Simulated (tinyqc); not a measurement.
Worked calculation: coherent transport through a tight-binding region between two chains. One step of it, computed by the program tinyqc.

Question. Transmission at E = -0.25 eV. Surface Green function g = (E - i sqrt(4 t^2 - E^2)) / (2 t^2); self-energy tc^2 g on each contact site; G = (E - H - Sigma)^(-1); Gamma = -2 Im Sigma; T = Gamma_L Gamma_R |G_LR|^2; local density of states -Im G_ii / pi.

H of the central region (eV):
$$\begin{pmatrix}
-0.790000 & -0.760000 & 0.000000 & 0.000000 & 0.000000 & 0.000000 \\
-0.760000 & -0.900000 & -0.740000 & 0.000000 & 0.000000 & 0.000000 \\
0.000000 & -0.740000 & -0.810000 & -0.710000 & 0.000000 & 0.000000 \\
0.000000 & 0.000000 & -0.710000 & -0.900000 & -0.760000 & 0.000000 \\
0.000000 & 0.000000 & 0.000000 & -0.760000 & 0.860000 & -0.760000 \\
0.000000 & 0.000000 & 0.000000 & 0.000000 & -0.760000 & -0.480000
\end{pmatrix}$$

Leads: semi-infinite chains with site energy 0:
```
parameter                           value
lead hopping t (eV)              1.980000
coupling to the left lead (eV)   1.300000
coupling to the right lead (eV)  0.740000
left contact site                       1
right contact site                      6
```

E = -0.250000 eV

Give: g; G; local density of states; transmission.

Answer.

g = -0.0319-0.5040i 1/eV

G (1/eV):
$$\begin{pmatrix}
0.4804-0.7832i & 0.0625+0.0736i & -0.5483+0.7398i & 0.3673-0.6602i & 0.1981-0.1265i & -0.0780+0.4755i \\
0.0625+0.0736i & 0.0336-0.1276i & 1.2576+0.0365i & -1.0270+0.1042i & -0.2965-0.1232i & 0.5939-0.2841i \\
-0.5483+0.7398i & 1.2576+0.0365i & -0.5415-0.7918i & 0.5248+0.5865i & 0.0570+0.2381i & -0.4415-0.2388i \\
0.3673-0.6602i & -1.0270+0.1042i & 0.5248+0.5865i & 0.6564-0.5712i & 0.2641-0.0594i & -0.2707+0.4844i \\
0.1981-0.1265i & -0.2965-0.1232i & 0.0570+0.2381i & 0.2641-0.0594i & -0.2791-0.1716i & 0.6440-0.1912i \\
-0.0780+0.4755i & 0.5939-0.2841i & -0.4415-0.2388i & -0.2707+0.4844i & 0.6440-0.1912i & 1.2113-0.7637i
\end{pmatrix}$$

local density of states (1/eV): [0.2493, 0.0406, 0.2520, 0.1818, 0.0546, 0.2431]

transmission = 0.2183
